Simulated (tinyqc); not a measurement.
# Resistance of a tapered via with liner, size effect and interface: what changes with what

A round via whose diameter grows from db at the bottom as D(z) = db + 2 z/tan(ang). The fill, of diameter D - 2 tl, starts above the bottom liner (thickness fb tl) and has rho = rho0 (1 + ks lam/(D - 2 tl)); the sidewall liner conducts in parallel with it. The bottom liner and the interface are crossed over the full area pi db^2/4. Spreading in the lines above and below is left out.

Inputs (values chosen for the exercise); fill metal close to copper: diameter at the bottom db = 54 nm; height hv = 200 nm; sidewall angle ang = 87 degrees; bulk resistivity of the fill rho0 = 1.72 uohm cm; mean free path of the fill lam = 40 nm; size-effect factor ks = 0.9; liner on the sidewall tl = 2.3 nm; liner at the bottom over that on the sidewall fb = 0.7; resistivity of the liner rl = 220 uohm cm; interface resistivity at the bottom ri = 4.2e-12 ohm cm^2; ballistic conductance per area, about 3/(4 rho0 lam) Sb = 1.1e15 S/m^2; bulk resistivity of the second fill (close to tungsten) rho2 = 5.35 uohm cm; its mean free path lam2 = 15.8 nm; its liner tl2 = 3.1 nm.

Each table varies one quantity; the others keep the values above.

## Via resistance against the diameter at the bottom

Slices between z0 = fb tl and hv, evaluated at their midpoints: conductance per length pi/4 [(D - 2 tl)^2/rho + (D^2 - (D - 2 tl)^2)/rl], slice resistance = slice height over that. 2000 slices. R_fill = sum of the slices; R_bottom = rl fb tl/(pi db^2/4); R_interface = ri/(pi db^2/4); ballistic (Sharvin) limit 1/(Sb pi (db - 2 tl)^2/4); ideal cylinder rho0 hv/(pi db^2/4).

Via resistance against the diameter at the bottom:
```
db (nm),R_fill (ohm),R_bottom (ohm),R_interface (ohm),R (ohm),ballistic limit (ohm),R over ideal cylinder,largest part
8.3,255.6,65.46,7.763,328.8,84.55,5.172,fill
11,101.5,37.27,4.420,143.2,28.26,3.955,fill
16,35.50,17.62,2.089,55.21,8.907,3.227,fill
22,15.93,9.318,1.105,26.36,3.823,2.913,fill
30,7.629,5.011,0.5942,13.23,1.794,2.719,fill
42,3.531,2.557,0.3032,6.391,0.8275,2.574,fill
58,1.718,1.341,0.1590,3.217,0.4059,2.471,fill
80,0.8491,0.7047,0.08356,1.637,0.2036,2.392,fill
```

What does the comparison show?

R falls from 329 to 1.64 ohm. The fill is the largest part at db = 8.3 and in all other rows. R goes as db^(-2.95) between the first two rows and db^(-2.10) between the last two; area alone gives -2.

## Via resistance against the liner on the sidewall

Same model as above.

2000 slices.

The same in every row: R_interface (ohm) = 0.18339.

Via resistance against the liner on the sidewall:
```
tl (nm),R_fill (ohm),R_bottom (ohm),R (ohm),ballistic limit (ohm),R over ideal cylinder,largest part
0,1.7025,0,1.8859,0.39694,1.2555,fill
0.6,1.7760,0.40345,2.3628,0.41519,1.5731,fill
1.1,1.8410,0.73967,2.7640,0.43138,1.8402,fill
1.7,1.9238,1.1431,3.2503,0.45208,2.1640,fill
2.3,2.0125,1.5466,3.7424,0.47431,2.4916,fill
2.9,2.1074,1.9500,4.2408,0.49822,2.8234,fill
3.4,2.1917,2.2862,4.6614,0.51956,3.1034,bottom liner
4,2.2998,2.6897,5.1729,0.54702,3.4439,bottom liner
```

R rises from 1.89 to 5.17 ohm. The fill is the largest part at tl = 0, the bottom liner from 3.4 on. The share of the two bottom terms goes from 9.72 to 55.5 %.

## Two fill metals against the diameter

2000 slices. R_fill = sum of the slices; R_bottom = rl fb tl/(pi db^2/4); R_interface = ri/(pi db^2/4). The second fill has rho2, lam2 and tl2 in place of rho0, lam and tl.

Results:
```
db (nm),"R, first fill (ohm)","R, second fill (ohm)",ratio second/first
8.5,304.8,672.0,2.205
17,47.79,91.66,1.918
24,21.67,41.23,1.902
35,9.463,18.18,1.922
49,4.599,8.976,1.951
70,2.166,4.301,1.986
100,1.029,2.077,2.019
```

Estimate the missing row, db = 12 nm.

Computed row:
```
db (nm),"R, first fill (ohm)","R, second fill (ohm)",ratio second/first
12,113.4,228.0,2.011
```

With this row back in the table: The ratio goes from 2.20 to 2.02. The first fill gives the lower R in every row.

Program tinyqc, `OMP_NUM_THREADS=1 python tinyqc.py 2750128 2750129 out.jsonl`; Intel Xeon 2.30GHz, shared host, one thread, about 0.01 s.
